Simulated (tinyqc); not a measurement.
# Ion-assisted plasma etching: sheath, surface coverage, synergy and aspect-ratio dependence, step by step

A worked calculation. Computed by tinyqc, a small Python program that keeps every step. Command: `OMP_NUM_THREADS=1 python tinyqc.py 3029053 3029054 out.jsonl etch walk`. One thread of a shared host (Intel(R) Xeon(R) Processor @ 2.30GHz), about 0.05 s of CPU time with the checks. Intermediate numbers are printed to about 6 digits and carried at full precision; extremes and crossings named in words are read from the listed rows.

Radicals adsorb on bare sites; ions remove covered sites with a high yield and bare sites by sputtering; a slow spontaneous reaction acts everywhere, walls included.

Inputs (values chosen for the exercise, close to those used for silicon dioxide in a fluorocarbon plasma):
```
quantity                                value       unit
plasma density n_e                    3.7e+11     1/cm^3
electron temperature T_e                  2.4         eV
ion mass M_i                               69          u
sheath voltage V                           49          V
radical density n                     4.8e+13     1/cm^3
radical mass M_n                           31          u
gas temperature T_g                       400          K
sticking coefficient s                   0.76          -
radicals per removed unit x                 4          -
yield slope b                           0.096  eV^(-1/2)
threshold E_th                             27         eV
sputter slope b_p                       0.018  eV^(-1/2)
sputter threshold E_p                      36         eV
spontaneous reaction probability k_c  1.4e-05          -
solid density N                       2.2e+22     1/cm^3
ion temperature T_i                       0.4         eV
aspect ratio A                             12          -
```

Feature: long trench.

Constants: e = 1.602176634e-19 C; u = 1.6605390666e-27 kg; k_B = 1.380649e-23 J/K; eps_0 = 8.8541878128e-12 F/m.

## Fluxes

Bohm speed u_B = sqrt(e T_e/M_i); ion flux G_i = 0.61 n_e u_B; radical flux G_n = n c/4 with c = sqrt(8 k_B T_g/(pi M_n)).

Bohm speed = 183194 cm/s

ion flux G_i = 4.13469e+16 1/(cm^2 s)

radical speed c = 52268.1 cm/s

radical flux G_n = 6.27217e+17 1/(cm^2 s)

flux ratio G_n/G_i = 15.1696

## Sheath and ion angles

Debye length lambda_D = sqrt(eps_0 T_e/(e n_s)) with n_s = 0.61 n_e, T_e in volts; Child-law sheath d = (sqrt2/3) lambda_D (2 V/T_e)^(3/4); ion energy E = V + T_e/2; angular spread = arctan(sqrt(T_i/E)).

Debye length = 24.2415 um

sheath thickness = 184.592 um

ion energy E = 50.2 eV

angular spread = 5.10095 degrees

## Yields

Yields: Y = b (sqrt(E) - sqrt(E_th)) on covered sites, Y_p = b_p (sqrt(E) - sqrt(E_p)) on bare ones (zero below threshold).

yield Y = 0.181348

sputter yield Y_p = 0.0195335

## Open-field etch rate

Steady coverage: s G_n (1 - theta) = x Y G_i theta; removal flux = Y G_i theta + Y_p G_i (1 - theta) + k_c G_n; rate = flux/N, 1 cm/s = 6e8 nm/min. Lateral rate = k_c G_n/N; anisotropy = 1 - lateral/vertical; synergy = vertical/(ions alone + radicals alone), with ions alone Y_p G_i/N and radicals alone the lateral rate.

coverage theta = 0.940805

vertical rate = 193.934 nm/min

lateral rate = 0.239483 nm/min

anisotropy = 0.998765

synergy = 8.70975

The surface is nearly saturated: ions limit the ion-assisted part.

## Rate at the floor of the feature

Transmission of a long trench, rough form: K = (1 + ln(1 + A))/(1 + A + ln(1 + A)), walls that scatter diffusely without loss. With a loss probability S = s (1 - theta) at the floor, G_b/G_n = K/(K + S - K S); theta follows G_b, and the two are solved together. Ions are taken to reach the floor unshadowed; G_b replaces G_n in every term of the rate; A is depth over width.

transmission K = 0.229037

G_b/G_n = 0.850129

coverage at the floor = 0.931089

rate at the floor = 192.125 nm/min

floor rate over open-field rate = 0.990673

The lag is 0.93 %. Caution: at this aspect ratio many ions strike the walls, so ion shadowing, left out here, adds to the lag. Caution: the trench transmission is an interpolation between the limits 1 and ln(A)/A, good to tens of per cent.

## Etch lag against aspect ratio

The formulas are those given above.

Floor of the feature:
```
A             K   G_b/G_n     theta  rate (nm/min)  relative rate
0.5    0.737597  0.984011  0.939901        193.766       0.999130
1.0    0.628687  0.973472  0.939290        193.651       0.998542
2.0    0.512030  0.957239  0.938324        193.471       0.997613
5.0    0.358296  0.919840  0.935977        193.034       0.995358
10.0   0.253614  0.868773  0.932468        192.382       0.991993
20.0   0.168210  0.781164  0.925458        191.082       0.985290
50.0   0.089781  0.563868  0.899616        186.314       0.960707
100.0  0.053166  0.297188  0.825276        172.685       0.890433
```

K falls by a factor 13.9 over the rows and the rate by 1.12. Among these rows the rate stays within 10 % of the open-field value up to A = 50, as near saturation the coverage changes little when G_b falls. Caution: rows with A above about 1/(2 tan(ion spread)) or 1/sqrt(k_c), often 10 to 30, are formal: ion shadowing, radical loss on the walls, redeposition of sputtered material and, in fluorocarbon plasmas, polymer growth are left out and add to the lag.

## Yield per ion against the flux ratio

The ion flux is fixed and the radical flux set by the ratio; the removal per ion is the removal flux over G_i.

Open field:
```
G_n/G_i     theta  rate (nm/min)  removal per ion
0.3      0.239146         65.668         0.058235
1        0.511649        115.403         0.102340
3        0.758636        160.502         0.142334
10       0.912870        188.755         0.167389
30       0.969166        199.343         0.176779
100      0.990546        204.350         0.181218
300      0.996829        208.654         0.185035
1000     0.999046        220.109         0.195194
3000     0.999682        251.799         0.223297
```

Coverage reaches one half at G_n/G_i = x Y/s = 0.954. Below that the ion-assisted part follows the radical flux, on top of the sputter floor Y_p = 0.0195; above it the ion-assisted part saturates at Y = 0.181 per ion, and the further rise to 0.223 comes from the spontaneous reaction, which costs anisotropy.

Checks made by the program: series form 1/R = 1/(Y G_i) + x/(s G_n) of the ion-assisted part (relative difference below 1e-10).
